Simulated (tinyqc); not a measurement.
# MOS inversion layer, Poisson-Schroedinger loop: effects of single changes

Electrons confined at an insulator interface at z = 0, treated as a hard wall; parabolic valleys, Hartree approximation, no image or exchange terms. The depletion charge lies far deeper than the electrons and gives a uniform field q Nd/(eps0 eps_r); the gate balances all charge. Energies are counted from the band edge at the interface.

Inputs (values chosen for the exercise); masses and permittivity close to those of gallium nitride:

| symbol | value | unit | meaning |
|---|---|---|---|
| T | 400 | K | temperature |
| eps_r | 9.61 |  | relative permittivity |
| mz1 | 0.204 | m0 | mass along z of valley set A (1 valley(s)) |
| md1 | 0.197 | m0 | in-plane density-of-states mass of set A |
| Ns | 3.5e11 | cm^-2 | sheet density of electrons |
| Nd | 2.6e11 | cm^-2 | sheet density of depletion charge |

Constants: q = 1.602176634e-19 C, kB = 1.380649e-23 J/K, hbar = 1.054571817e-34 J s, m0 = 9.1093837015e-31 kg, Vt = kB T/q, eps0 = 8.8541878128e-14 F/cm where lengths are in cm, hbar^2/(2 m0) = 0.0380998212 eV nm^2. Results are converted to the units shown.

Each table varies one quantity; the others keep the values above.

## Effect of the sheet density of electrons

Schroedinger equation -(C/mz) psi'' + (V0 + U) psi = E psi, C = hbar^2/(2 m0), psi(0) = 0, on a uniform mesh of 800 nodes with a far wall at 62 nm, 8 levels a set; V0 = q Nd z/(eps0 eps_r); dU/dz = q (Ns - integral of n from 0 to z)/(eps0 eps_r), U(0) = 0; N_k = g md m0 q Vt/(pi hbar^2) ln(1 + exp((EF - E_k)/Vt)), g the number of valleys of the set, sum N_k = Ns. Triangular well: E_k = a_k (C F^2/mz)^(1/3), a_1 = 2.338107, a_2 = 4.087949, C = hbar^2/(2 m0), F in eV/nm. Fang-Howard (all electrons in the lowest level of set A): b^3 = 6 (mz1/C) q (Nd + 11 Ns/32)/(eps0 eps_r), centroid 3/b, level C b^2/(4 mz1) + (3/b) q (Nd + 11 Ns/16)/(eps0 eps_r). The centroid adds 3.9 z_av/eps_r to an oxide-equivalent thickness. Shares under 0.0001 % are printed as 0.

Results:
```
Ns (cm^-2)	A1 (meV)	A2 (meV)	EF (meV)	share of A1 (%)	share of A2 (%)	centroid z_av (nm)	added oxide equivalent (nm)	Fang-Howard centroid (nm)
1e11	46.3	78.0	-89.5	54.7	21.9	8.17	3.31	5.33
2.1e11	54.1	88.7	-54.1	57.2	21.2	7.68	3.12	5.12
4.5e11	69.5	110	-8.99	61.5	19.9	6.89	2.80	4.76
2.1e12	148	213	138	75.0	14.7	4.67	1.90	3.57
4.4e12	231	317	263	81.0	12.0	3.67	1.49	2.93
9.4e12	373	497	467	84.7	10.6	2.85	1.16	2.34
2e13	610	806	815	84.6	11.8	2.25	0.913	1.84
```

Estimate the missing row, Ns = 9.7e11 cm^-2.

Computed row:
```
Ns (cm^-2)	A1 (meV)	A2 (meV)	EF (meV)	share of A1 (%)	share of A2 (%)	centroid z_av (nm)	added oxide equivalent (nm)	Fang-Howard centroid (nm)
9.7e11	97.9	147	51.6	67.8	17.7	5.83	2.36	4.22
```

With this row back in the table: As Ns goes from 1e11 to 2e13, A1 rises from 46.3 to 610 meV, the share of A1 goes from 54.7 through a maximum of 84.7 (at Ns = 9.4e12 among the rows listed) to 84.6 % and the centroid falls from 8.17 to 2.25 nm. A1 goes as Ns^(0.65) between the last two rows (a triangular well in the field of that charge alone gives 2/3). EF lies more than 2 meV above A1 for Ns = 4.4e12, 9.4e12, 2e13. The Fang-Howard centroid is 35 % below the full one in the first row, where A1 holds 54.7 %, and 18 % below it in the last, where A1 holds 84.6 %. For Ns = 1e11, 2.1e11, 4.5e11 the eighth level of a set still holds over 0.4 % of the electrons, so more levels and a farther wall would raise the centroid.

## Effect of the sheet density of depletion charge

Schroedinger equation -(C/mz) psi'' + (V0 + U) psi = E psi, C = hbar^2/(2 m0), psi(0) = 0, on a uniform mesh of 800 nodes with a far wall at 120 nm, 8 levels a set; V0 = q Nd z/(eps0 eps_r); dU/dz = q (Ns - integral of n from 0 to z)/(eps0 eps_r), U(0) = 0; N_k = g md m0 q Vt/(pi hbar^2) ln(1 + exp((EF - E_k)/Vt)), g the number of valleys of the set, sum N_k = Ns.

Effect of the sheet density of depletion charge:
```
Nd (cm^-2)	A1 (meV)	A2 (meV)	EF (meV)	share of A1 (%)	share of A2 (%)	centroid z_av (nm)	added oxide equivalent (nm)	Fang-Howard centroid (nm)
1e11	51.2	80.4	-45.9	47.0	20.5	10.7	4.36	5.87
1.7e11	56.6	89.6	-36.2	53.1	20.8	8.76	3.56	5.36
3.1e11	66.9	108	-19.7	63.2	20.0	6.57	2.66	4.70
5.3e11	82.0	134	1.27	74.3	17.0	4.94	2.01	4.09
9.4e11	107	179	31.9	85.9	11.2	3.70	1.50	3.48
1.6e12	143	243	71.0	93.8	5.53	2.93	1.19	2.96
2.9e12	204	350	133	98.4	1.52	2.34	0.950	2.45
5e12	286	494	216	99.7	0.252	1.94	0.789	2.06
```

What does the comparison show?

As Nd goes from 1e11 to 5e12, A1 rises from 51.2 to 286 meV, the share of A1 rises from 47.0 to 99.7 % and the centroid falls from 10.7 to 1.94 nm. A1 goes as Nd^(0.62) between the last two rows (a triangular well in the field of that charge alone gives 2/3). The Fang-Howard centroid is 45 % below the full one in the first row, where A1 holds 47.0 %, and 5.9 % above it in the last, where A1 holds 99.7 %. For Nd = 1e11, 1.7e11 the eighth level of a set still holds over 0.4 % of the electrons, so more levels and a farther wall would raise the centroid.

Numbers from tinyqc (`OMP_NUM_THREADS=1 python tinyqc.py 2160098 2160099 out.jsonl`; about 0.4 s on one thread of a shared Intel Xeon 2.30GHz).
